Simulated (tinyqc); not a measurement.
Inside a calculation. Method: coupled-perturbed Hartree-Fock on RHF in the sto-3g basis, for BeH2, spin multiplicity 1. Computed by tinyqc, a small Python program that keeps every step (integrals from PySCF). Settings: charge = 0, multiplicity = 1, basis = sto-3g, method = RHF, energy threshold = 1e-10, iteration cap = 79, orthogonalisation = symmetric, start = atomic densities, DIIS depth = 6. Command: `OMP_NUM_THREADS=1 python tinyqc.py 29944 29945 out.jsonl` (the two numbers bound the seeds that draw the settings). One thread of a shared host (Intel(R) Xeon(R) Processor @ 2.60GHz), about 0.2 s of CPU time with the checks. The early iterations of the SCF are left out here.

## One-electron integrals

Geometry (angstrom):
```
atom         x          y         z
Be    0.000000   0.000000  0.000000
H     0.000000   1.622000  0.197000
H     0.000000  -1.622000  0.197000
```

Basis sto-3g: exponents (1/bohr^2) and contraction coefficients of normalised primitives:
```
element  l (shell)   exponent  coefficient
Be           s (1)  30.167871     0.154329
Be           s (1)   5.495115     0.535328
Be           s (1)   1.487193     0.444635
Be           s (2)   1.314833    -0.099967
Be           s (2)   0.305539     0.399513
Be           s (2)   0.099371     0.700115
Be           p (3)   1.314833     0.155916
Be           p (3)   0.305539     0.607684
Be           p (3)   0.099371     0.391957
H            s (1)   3.425251     0.154329
H            s (1)   0.623914     0.535328
H            s (1)   0.168855     0.444635
```

Overlap, kinetic and nuclear-attraction integrals over the contracted functions; the nuclear repulsion is the sum of Za Zb / Rab.

nuclear repulsion = 2.75408342 hartree

overlap S, lower triangle:
```
           1Be 1s    1Be 2s   1Be 2px    1Be 2py   1Be 2pz     2H 1s     3H 1s
1Be 1s   1.000000
1Be 2s   0.259517  1.000000
1Be 2px  0.000000  0.000000  1.000000
1Be 2py  0.000000  0.000000  0.000000   1.000000
1Be 2pz  0.000000  0.000000  0.000000   0.000000  1.000000
2H 1s    0.036455  0.347573  0.000000   0.429305  0.052141  1.000000
3H 1s    0.036455  0.347573  0.000000  -0.429305  0.052141  0.010763  1.000000
```

kinetic energy T (hartree), lower triangle:
```
            1Be 1s    1Be 2s   1Be 2px    1Be 2py   1Be 2pz      2H 1s     3H 1s
1Be 1s    6.693975
1Be 2s   -0.033012  0.211111
1Be 2px   0.000000  0.000000  0.660592
1Be 2py   0.000000  0.000000  0.000000   0.660592
1Be 2pz   0.000000  0.000000  0.000000   0.000000  0.660592
2H 1s    -0.010324  0.031786  0.000000   0.107553  0.013063   0.760032
3H 1s    -0.010324  0.031786  0.000000  -0.107553  0.013063  -0.004705  0.760032
```

nuclear attraction V (hartree), lower triangle:
```
             1Be 1s     1Be 2s    1Be 2px    1Be 2py    1Be 2pz      2H 1s      3H 1s
1Be 1s   -15.208832
1Be 2s    -2.067345  -2.942986
1Be 2px    0.000000   0.000000  -2.867875
1Be 2py    0.000000   0.000000   0.000000  -3.034859
1Be 2pz   -0.002919  -0.027802   0.000000   0.000000  -2.870338
2H 1s     -0.288928  -0.923411   0.000000  -1.109642  -0.136849  -2.682312
3H 1s     -0.288928  -0.923411   0.000000   1.109642  -0.136849  -0.034391  -2.682312
```

core Hamiltonian H = T + V (hartree), lower triangle:
```
            1Be 1s     1Be 2s    1Be 2px    1Be 2py    1Be 2pz      2H 1s      3H 1s
1Be 1s   -8.514857
1Be 2s   -2.100358  -2.731875
1Be 2px   0.000000   0.000000  -2.207283
1Be 2py   0.000000   0.000000   0.000000  -2.374267
1Be 2pz  -0.002919  -0.027802   0.000000   0.000000  -2.209746
2H 1s    -0.299251  -0.891626   0.000000  -1.002089  -0.123786  -1.922280
3H 1s    -0.299251  -0.891626   0.000000   1.002089  -0.123786  -0.039096  -1.922280
```

## Two-electron integrals

Functions are numbered as in S; the eight-fold symmetry (ij|kl) = (ji|kl) = (kl|ij) leaves the list below.

Two-electron integrals (ij|kl) in chemists' order, unique and non-zero (hartree):
```
(11|11) 2.298831    (21|11) 0.392036    (21|21) 0.079539    (22|11) 0.570988
(22|21) 0.143041    (22|22) 0.417683    (31|31) 0.014607    (32|31) 0.021888
(32|32) 0.092265    (33|11) 0.569578    (33|21) 0.143083    (33|22) 0.417589
(33|33) 0.449859    (41|41) 0.014607    (42|41) 0.021888    (42|42) 0.092265
(43|43) 0.024249    (44|11) 0.569578    (44|21) 0.143083    (44|22) 0.417589
(44|33) 0.401360    (44|44) 0.449859    (51|51) 0.014607    (52|51) 0.021888
(52|52) 0.092265    (53|53) 0.024249    (54|54) 0.024249    (55|11) 0.569578
(55|21) 0.143083    (55|22) 0.417589    (55|33) 0.401360    (55|44) 0.401360
(55|55) 0.449859    (61|11) 0.054353    (61|21) 0.011021    (61|22) 0.019996
(61|33) 0.019863    (61|41) 0.000963    (61|42) 0.001824    (61|44) 0.020267
(61|51) 0.000117    (61|52) 0.000222    (61|54) 0.000049    (61|55) 0.019869
(61|61) 0.001600    (62|11) 0.152415    (62|21) 0.038851    (62|22) 0.126409
(62|33) 0.121379    (62|41) 0.004998    (62|42) 0.032599    (62|44) 0.136134
(62|51) 0.000607    (62|52) 0.003959    (62|54) 0.001792    (62|55) 0.121596
(62|61) 0.005956    (62|62) 0.060815    (63|31) 0.003281    (63|32) 0.016024
(63|43) 0.005412    (63|53) 0.000657    (63|63) 0.005043    (64|11) 0.170363
(64|21) 0.043902    (64|22) 0.149457    (64|33) 0.140669    (64|41) 0.007988
(64|42) 0.050169    (64|44) 0.166656    (64|51) 0.000572    (64|52) 0.004147
(64|54) 0.002499    (64|55) 0.140893    (64|61) 0.006978    (64|62) 0.081142
(64|64) 0.110979    (65|11) 0.020691    (65|21) 0.005332    (65|22) 0.018152
(65|33) 0.017085    (65|41) 0.000572    (65|42) 0.004147    (65|44) 0.018927
(65|51) 0.003351    (65|52) 0.016528    (65|54) 0.005636    (65|55) 0.018427
(65|61) 0.000848    (65|62) 0.009855    (65|64) 0.012866    (65|65) 0.006606
(66|11) 0.322987    (66|21) 0.083695    (66|22) 0.306415    (66|33) 0.284887
(66|41) 0.011647    (66|42) 0.101039    (66|44) 0.348226    (66|51) 0.001415
(66|52) 0.012272    (66|54) 0.007693    (66|55) 0.285821    (66|61) 0.013039
(66|62) 0.193450    (66|64) 0.272176    (66|65) 0.033057    (66|66) 0.774606
(71|11) 0.054353    (71|21) 0.011021    (71|22) 0.019996    (71|33) 0.019863
(71|41) -0.000963   (71|42) -0.001824   (71|44) 0.020267    (71|51) 0.000117
(71|52) 0.000222    (71|54) -0.000049   (71|55) 0.019869    (71|61) 0.001464
(71|62) 0.005039    (71|64) 0.005527    (71|65) 0.000726    (71|66) 0.010802
(71|71) 0.001600    (72|11) 0.152415    (72|21) 0.038851    (72|22) 0.126409
(72|33) 0.121379    (72|41) -0.004998   (72|42) -0.032599   (72|44) 0.136134
(72|51) 0.000607    (72|52) 0.003959    (72|54) -0.001792   (72|55) 0.121596
(72|61) 0.005039    (72|62) 0.029439    (72|64) 0.032357    (72|65) 0.004734
(72|66) 0.068457    (72|71) 0.005956    (72|72) 0.060815    (73|31) 0.003281
(73|32) 0.016024    (73|43) -0.005412   (73|53) 0.000657    (73|63) 0.001828
(73|73) 0.005043    (74|11) -0.170363   (74|21) -0.043902   (74|22) -0.149457
(74|33) -0.140669   (74|41) 0.007988    (74|42) 0.050169    (74|44) -0.166656
(74|51) -0.000572   (74|52) -0.004147   (74|54) 0.002499    (74|55) -0.140893
(74|61) -0.005527   (74|62) -0.032357   (74|64) -0.034860   (74|65) -0.005133
(74|66) -0.075332   (74|71) -0.006978   (74|72) -0.081142   (74|74) 0.110979
(75|11) 0.020691    (75|21) 0.005332    (75|22) 0.018152    (75|33) 0.017085
(75|41) -0.000572   (75|42) -0.004147   (75|44) 0.018927    (75|51) 0.003351
(75|52) 0.016528    (75|54) -0.005636   (75|55) 0.018427    (75|61) 0.000726
(75|62) 0.004734    (75|64) 0.005133    (75|65) 0.002573    (75|66) 0.011188
(75|71) 0.000848    (75|72) 0.009855    (75|74) -0.012866   (75|75) 0.006606
(76|11) 0.006545    (76|21) 0.001622    (76|22) 0.004637    (76|33) 0.004572
(76|44) 0.004739    (76|51) 0.000055    (76|52) 0.000275    (76|55) 0.004596
(76|61) 0.000228    (76|62) 0.001449    (76|64) 0.001731    (76|65) 0.000258
(76|66) 0.003600    (76|71) 0.000228    (76|72) 0.001449    (76|74) -0.001731
(76|75) 0.000258    (76|76) 0.000053    (77|11) 0.322987    (77|21) 0.083695
(77|22) 0.306415    (77|33) 0.284887    (77|41) -0.011647   (77|42) -0.101039
(77|44) 0.348226    (77|51) 0.001415    (77|52) 0.012272    (77|54) -0.007693
(77|55) 0.285821    (77|61) 0.010802    (77|62) 0.068457    (77|64) 0.075332
(77|65) 0.011188    (77|66) 0.163122    (77|71) 0.013039    (77|72) 0.193450
(77|74) -0.272176   (77|75) 0.033057    (77|76) 0.003600    (77|77) 0.774606
```

## Orthogonalisation

S = U s U^T; symmetric (Loewdin) form X = U s^(-1/2) U^T, so that X^T S X = 1.

eigenvalues of S: 0.387465  0.464453  0.940582  1.000000  1.019635  1.586093  1.601772

X, lower triangle:
```
            1Be 1s     1Be 2s   1Be 2px    1Be 2py    1Be 2pz      2H 1s     3H 1s
1Be 1s    1.028482
1Be 2s   -0.149447   1.143509
1Be 2px   0.000000   0.000000  1.000000
1Be 2py   0.000000   0.000000  0.000000   1.194703
1Be 2pz  -0.002019   0.017044  0.000000   0.000000   1.002485
2H 1s     0.020822  -0.210912  0.000000  -0.288622  -0.030886   1.155127
3H 1s     0.020822  -0.210912  0.000000   0.288622  -0.030886  -0.046813  1.155127
```

## Iteration 7 (converged): orbitals

converged F (hartree), lower triangle:
```
            1Be 1s     1Be 2s   1Be 2px    1Be 2py    1Be 2pz      2H 1s      3H 1s
1Be 1s   -4.534586
1Be 2s   -1.290589  -0.585123
1Be 2px   0.000000   0.000000  0.213367
1Be 2py   0.000000   0.000000  0.000000  -0.120639
1Be 2pz   0.002753  -0.018210  0.000000   0.000000   0.210457
2H 1s    -0.187588  -0.318297  0.000000  -0.290145  -0.027015  -0.214317
3H 1s    -0.187588  -0.318297  0.000000   0.290145  -0.027015  -0.009494  -0.214317
```

Diagonalise F' = X^T F X, C = X C', fill 3 alpha and 3 beta electrons from the bottom; D = 2 C_occ C_occ^T. Each column has its largest component positive (the first on a tie).

F' = X^T F X (hartree), lower triangle:
```
           1          2         3          4          5          6         7
1  -4.425220
2  -0.700300  -0.162054
3   0.000000   0.000000  0.213367
4   0.000000   0.000000  0.000000   0.193875
5   0.000960   0.007214  0.000000   0.000000   0.214313
6   0.004709  -0.263110  0.000000  -0.352324  -0.033216   0.031147
7   0.004709  -0.263110  0.000000   0.352324  -0.033216  -0.055467  0.031147
```

orbital energies (hartree): MO1 -4.537919, MO2 -0.406749, MO3 -0.360895, MO4 0.203886, MO5 0.213367, MO6 0.343500, MO7 0.641384

coefficients C:
```
               MO1        MO2        MO3        MO4       MO5        MO6        MO7
1Be 1s    0.991915  -0.210744   0.000000   0.073674  0.000000  -0.217358   0.000000
1Be 2s    0.030781   0.619874   0.000000  -0.304030  0.000000   0.970351   0.000000
1Be 2px   0.000000   0.000000   0.000000   0.000000  1.000000   0.000000   0.000000
1Be 2py   0.000000   0.000000   0.494628   0.000000  0.000000   0.000000   1.161579
1Be 2pz  -0.000118   0.026603   0.000000   0.946999  0.000000   0.331154   0.000000
2H 1s    -0.003838   0.391937   0.439452   0.158874  0.000000  -0.693672  -0.782633
3H 1s    -0.003838   0.391937  -0.439452   0.158874  0.000000  -0.693672   0.782633
```

D after iteration 7, lower triangle:
```
            1Be 1s    1Be 2s   1Be 2px    1Be 2py   1Be 2pz      2H 1s     3H 1s
1Be 1s    2.056616
1Be 2s   -0.200206  0.770382
1Be 2px   0.000000  0.000000  0.000000
1Be 2py   0.000000  0.000000  0.000000   0.489313
1Be 2pz  -0.011448  0.032974  0.000000   0.000000  0.001416
2H 1s    -0.172812  0.485667  0.000000   0.434731  0.020855   0.693495
3H 1s    -0.172812  0.485667  0.000000  -0.434731  0.020855  -0.078978  0.693495
```

## Convergence

Stop when the energy changes by less than 1e-10 hartree and every element of the error matrix X^T (F D S - S D F) X is below 3e-06.

Course of the cycle:
```
iteration   E (hartree)     change  largest element of the error matrix
1          -15.25466303          -                             2.44e-01
2          -15.47024453  -2.16e-01                             1.06e-01
3          -15.49049612  -2.03e-02                             1.77e-02
4          -15.49157116  -1.08e-03                             8.75e-04
5          -15.49157482  -3.65e-06                             2.41e-04
6          -15.49157498  -1.68e-07                             5.90e-06
7          -15.49157498  -6.48e-11                             2.64e-07
```

PySCF RHF in the same basis = -15.49157498 hartree

Converged in 7 iterations.

## Integrals over molecular orbitals

(pq|rs) = sum C_ip C_jq C_kr C_ls (ij|kl), one index at a time.

one-electron integrals over orbitals h = C^T H C (hartree), lower triangle:
```
           1          2          3          4          5          6          7
1  -8.503647
2   0.205434  -2.256936
3   0.000000   0.000000  -2.179512
4  -0.073004   0.047802   0.000000  -2.186008
5   0.000000   0.000000   0.000000   0.000000  -2.207283
6   0.191384  -0.255407   0.000000  -0.079676   0.000000  -1.902008
7   0.000000   0.000000  -0.315975   0.000000   0.000000   0.000000  -1.866515
```

Two-electron integrals over orbitals (pq|rs), unique and non-zero (hartree):
```
(11|11) 2.272093    (21|11) -0.185127   (21|21) 0.023337    (22|11) 0.451368
(22|21) -0.005532   (22|22) 0.368690    (31|31) 0.004875    (32|31) 0.010301
(32|32) 0.156248    (33|11) 0.409556    (33|21) -0.002236   (33|22) 0.379172
(33|33) 0.402284    (41|11) 0.063045    (41|21) -0.007540   (41|22) 0.003836
(41|33) 0.002084    (41|41) 0.016971    (42|11) -0.036056   (42|21) 0.002161
(42|22) 0.010242    (42|33) 0.014675    (42|41) 0.012984    (42|42) 0.048748
(43|31) -0.000280   (43|32) 0.022822    (43|43) 0.017059    (44|11) 0.560287
(44|21) -0.007426   (44|22) 0.346717    (44|33) 0.329332    (44|41) -0.007136
(44|42) -0.041605   (44|44) 0.452597    (51|51) 0.015738    (52|51) 0.014869
(52|52) 0.047026    (53|53) 0.011880    (54|51) -0.005137   (54|52) -0.013946
(54|54) 0.027174    (55|11) 0.569187    (55|21) -0.007099   (55|22) 0.349690
(55|33) 0.328770    (55|41) 0.002088    (55|42) -0.018056   (55|44) 0.397597
(55|55) 0.449859    (61|11) -0.182794   (61|21) 0.023634    (61|22) -0.004876
(61|33) -0.002229   (61|41) -0.003337   (61|42) 0.005896    (61|44) -0.008614
(61|55) -0.005471   (61|61) 0.025278    (62|11) 0.137325    (62|21) -0.005494
(62|22) -0.009666   (62|33) -0.037443   (62|41) 0.005851    (62|42) -0.008515
(62|44) 0.055474    (62|55) 0.069042    (62|61) -0.003470   (62|62) 0.082976
(63|31) -0.000127   (63|32) -0.088943   (63|43) -0.019339   (63|63) 0.083979
(64|11) 0.031630    (64|21) 0.000317    (64|22) 0.001303    (64|33) -0.008690
(64|41) 0.012090    (64|42) 0.029270    (64|44) 0.001752    (64|55) 0.014005
(64|61) 0.004189    (64|62) 0.033582    (64|64) 0.039578    (65|51) 0.015248
(65|52) 0.044173    (65|54) -0.008009   (65|65) 0.045836    (66|11) 0.463431
(66|21) -0.006270   (66|22) 0.373970    (66|33) 0.381470    (66|41) 0.011587
(66|42) 0.033435    (66|44) 0.338828    (66|55) 0.351804    (66|61) -0.002981
(66|62) -0.011520   (66|64) 0.017929    (66|66) 0.403976    (71|31) 0.009145
(71|32) 0.016698    (71|43) -0.000799   (71|63) 0.000476    (71|71) 0.017263
(72|31) 0.004674    (72|32) -0.038124   (72|43) -0.018013   (72|63) 0.060812
(72|71) 0.008481    (72|72) 0.057410    (73|11) 0.151386    (73|21) -0.003843
(73|22) 0.001388    (73|33) -0.018552   (73|41) 0.000281    (73|42) -0.024750
(73|44) 0.068736    (73|55) 0.072486    (73|61) -0.003619   (73|62) 0.076610
(73|64) 0.019563    (73|66) -0.016806   (73|73) 0.088764    (74|31) -0.003310
(74|32) -0.039747   (74|43) 0.006876    (74|63) 0.025316    (74|71) -0.005728
(74|72) 0.007978    (74|74) 0.027370    (75|53) 0.013056    (75|75) 0.016978
(76|31) 0.008864    (76|32) 0.132275    (76|43) 0.024309    (76|63) -0.084413
(76|71) 0.014767    (76|72) -0.044619   (76|74) -0.032775   (76|76) 0.124801
(77|11) 0.536228    (77|21) -0.007127   (77|22) 0.392213    (77|33) 0.407228
(77|41) 0.001996    (77|42) 0.002486    (77|44) 0.375470    (77|55) 0.373411
(77|61) -0.006878   (77|62) -0.014343   (77|64) -0.006717   (77|66) 0.400761
(77|73) 0.006780    (77|77) 0.443620
```

## Response to a field: uncoupled start

dipole integrals <a|z|i> (bohr):
```
          i1        i2         i3
a4  0.143986  0.956811   0.000000
a5  0.000000  0.000000   0.000000
a6  0.045754  0.130451   0.000000
a7  0.000000  0.000000  -0.228880
```

Field along z; U_ai = -mu_ai / (e_a - e_i), alpha = -4 sum U_ai mu_ai.

uncoupled U:
```
           i1         i2        i3
a4  -0.030365  -1.566912  0.000000
a5   0.000000   0.000000  0.000000
a6  -0.009373  -0.173877  0.000000
a7   0.000000   0.000000  0.228360
```

uncoupled polarisability = 6.315959 bohr^3

## Coupled step 1

U_ai = -(mu_ai + sum_bj [4 (ai|bj) - (ab|ij) - (aj|bi)] U_bj) / (e_a - e_i); alpha = -4 sum U_ai mu_ai.

U after step 1:
```
           i1         i2        i3
a4  -0.018005  -2.070986  0.000000
a5   0.000000   0.000000  0.000000
a6  -0.003819  -0.292790  0.000000
a7   0.000000   0.000000  0.215597
```

polarisability = 8.287401 bohr^3

## Coupled step 2

As before.

U after step 2:
```
           i1         i2        i3
a4  -0.011253  -2.243663  0.000000
a5   0.000000   0.000000  0.000000
a6  -0.001638  -0.328973  0.000000
a7   0.000000   0.000000  0.206576
```

polarisability = 8.954614 bohr^3

## Coupled polarisability

Repeat until U stops changing; compare with -d2E/dF2.

Course of the coupled iterations:
```
step  alpha (bohr^3)
0           6.315959
1           8.287401
2           8.954614
3           9.182411
4           9.260454
5           9.287245
6           9.296455
7           9.299625
8           9.300716
9           9.301093
10          9.301223
11          9.301267
12          9.301283
13          9.301288
14          9.301290
15          9.301291
16          9.301291
17          9.301291
18          9.301291
```

coupled polarisability = 9.301291 bohr^3

finite-field check, fields of +/-0.001 au = 9.301258 bohr^3
